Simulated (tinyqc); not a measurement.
Convergence with the mesh: Born-von Karman spring model of a cubic crystal with one atom per cell. Computed by tinyqc, a small Python program. Command: `OMP_NUM_THREADS=1 python tinyqc.py 3000672 3000673 out.jsonl springs sweep`. One thread of a shared host (Intel(R) Xeon(R) Processor @ 2.30GHz), about 0.1 s of CPU time with the checks.

First neighbours lie at a/2 (1,1,1) (8 of them), second at a (1,0,0) (6), with all permutations and signs; the volume per atom is Omega = a^3/2. Two shells of springs match a real metal only roughly, above all at the zone boundary.

Inputs (values chosen for the exercise, modelled on sodium):
```
quantity                value           unit
atomic mass M           22.99              u
radial spring k1L       0.232  eV/angstrom^2
transverse spring k1T   -0.01  eV/angstrom^2
radial spring k2L       0.027  eV/angstrom^2
transverse spring k2T  0.0058  eV/angstrom^2
temperature T             100              K
```

Lattice: bcc.

Constants: nu for 1 eV/(angstrom^2 u) = 15.6333042 THz; h x 1 THz = 4.135667696 meV; k_B = 8.617333262e-05 eV/K; hbar^2/u = 4.18015928e-03 eV angstrom^2.

Method:
- A neighbour at R with unit vector n couples by the matrix K(R) = kL n n^T + kT (1 - n n^T), and D(q) = (1/M) sum_R K(R) [1 - cos(q.R)].
- An eigenvalue lambda of D in eV/(angstrom^2 u) gives nu = 15.6333042 THz x sqrt(lambda).
- Mesh: q = sum_i (m_i + 1/2)/n b_i, m_i = 0..n-1, with b = [[0, 1, 1], [1, 0, 1], [1, 1, 0]] in 2 pi/a; sums are averages over the n^3 points, per atom.
- With x = h nu/(k_B T) and n = 1/(exp(x) - 1) for each mode: F = k_B T [x/2 + ln(1 - exp(-x))], U = k_B T x (n + 1/2), S/k_B = x n - ln(1 - exp(-x)), C/k_B = x^2 n (n + 1).
- <u_x^2> = (1/3) sum over modes of hbar^2/(2 M h nu) coth(x/2); zero-point energy = sum h nu/2. <u_x^2> converges slowly with the mesh, from below, with an error of order 1/n.

One run for each value:
```
mesh divisions n  <u_x^2> (angstrom^2)  heat capacity C (k_B/atom)  entropy S (k_B/atom)  zero-point energy (meV/atom)
2                              0.01523                       2.636                 2.515                         16.20
3                              0.02009                       2.645                 2.762                         15.54
4                              0.02352                       2.645                 2.851                         15.38
6                              0.02761                       2.645                 2.908                         15.31
8                              0.02975                       2.645                 2.923                         15.29
12                             0.03178                       2.645                 2.931                         15.29
16                             0.03273                       2.645                 2.932                         15.29
```

What does the table show, and why?

Over the rows, <u_x^2> (angstrom^2) rises from 0.0152 to 0.0327 (exponent d ln y / d ln x 0.68 between the first rows and 0.10 between the last); heat capacity C (k_B/atom) rises from 2.6360 to 2.6449, flat over part of the range; entropy S (k_B/atom) rises from 2.52 to 2.93 (exponent d ln y / d ln x 0.23 between the first rows and 0.0020 between the last). Against the finest mesh, the coarsest misses by 53 % in <u_x^2>, 0.34 % in C, 14 % in S, 6 % in the zero-point energy. <u_x^2> converges slowest, since it weights each mode by 1/nu to 1/nu^2 and so the long waves near G.

Caution (rows 2, 3, 4): the mesh is too coarse for this temperature: four more divisions change S by over 1 %.

Extremes, crossings and ranges named in words are read from the listed rows.
